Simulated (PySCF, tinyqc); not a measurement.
Inside a calculation. Method: CIS on RHF in the sto-6g basis, frozen core, for Be, spin multiplicity 1. The lowest restricted solution is unstable here: a spin-polarised one lies 0.0017 hartree lower (PySCF). One step of it, computed by the program tinyqc.

Task: Integrals over molecular orbitals. (pq|rs) = sum C_ip C_jq C_kr C_ls (ij|kl), one index at a time.

coefficients C:
```
              MO1        MO2       MO3       MO4       MO5
1Be 1s   0.995521  -0.279907  0.000000  0.000000  0.000000
1Be 2s   0.017048   1.033982  0.000000  0.000000  0.000000
1Be 2px  0.000000   0.000000  1.000000  0.000000  0.000000
1Be 2py  0.000000   0.000000  0.000000  1.000000  0.000000
1Be 2pz  0.000000   0.000000  0.000000  0.000000  1.000000
```

core Hamiltonian H = T + V (hartree):
```
            1Be 1s     1Be 2s    1Be 2px    1Be 2py    1Be 2pz
1Be 1s   -7.946038  -1.858116   0.000000   0.000000   0.000000
1Be 2s   -1.858116  -2.079966   0.000000   0.000000   0.000000
1Be 2px   0.000000   0.000000  -1.638720   0.000000   0.000000
1Be 2py   0.000000   0.000000   0.000000  -1.638720   0.000000
1Be 2pz   0.000000   0.000000   0.000000   0.000000  -1.638720
```

Two-electron integrals (ij|kl) in chemists' order, unique and non-zero (hartree):
```
(11|11) 2.299996   (21|11) 0.361879   (21|21) 0.071926   (22|11) 0.570332
(22|21) 0.139654   (22|22) 0.417773   (31|31) 0.015252   (32|31) 0.022555
(32|32) 0.092340   (33|11) 0.570332   (33|21) 0.139654   (33|22) 0.417773
(33|33) 0.450117   (41|41) 0.015252   (42|41) 0.022555   (42|42) 0.092340
(43|43) 0.024258   (44|11) 0.570332   (44|21) 0.139654   (44|22) 0.417773
(44|33) 0.401601   (44|44) 0.450117   (51|51) 0.015252   (52|51) 0.022555
(52|52) 0.092340   (53|53) 0.024258   (54|54) 0.024258   (55|11) 0.570332
(55|21) 0.139654   (55|22) 0.417773   (55|33) 0.401601   (55|44) 0.401601
(55|55) 0.450117
```

Give: one-electron integrals over orbitals h = C^T H C; Two-electron integrals over orbitals.

Result:

one-electron integrals over orbitals h = C^T H C (hartree):
```
         1        2        3        4        5
1  -7.9387   0.2737   0.0000   0.0000   0.0000
2   0.2737  -1.7707   0.0000   0.0000   0.0000
3   0.0000   0.0000  -1.6387   0.0000   0.0000
4   0.0000   0.0000   0.0000  -1.6387   0.0000
5   0.0000   0.0000   0.0000   0.0000  -1.6387
```

Two-electron integrals over orbitals (pq|rs), unique and non-zero (hartree); the lowest 1 orbital is frozen and left out:
```
(22|22) 0.4056   (32|32) 0.0869   (33|22) 0.4105   (33|33) 0.4501
(42|42) 0.0869   (43|43) 0.0243   (44|22) 0.4105   (44|33) 0.4016
(44|44) 0.4501   (52|52) 0.0869   (53|53) 0.0243   (54|54) 0.0243
(55|22) 0.4105   (55|33) 0.4016   (55|44) 0.4016   (55|55) 0.4501
```
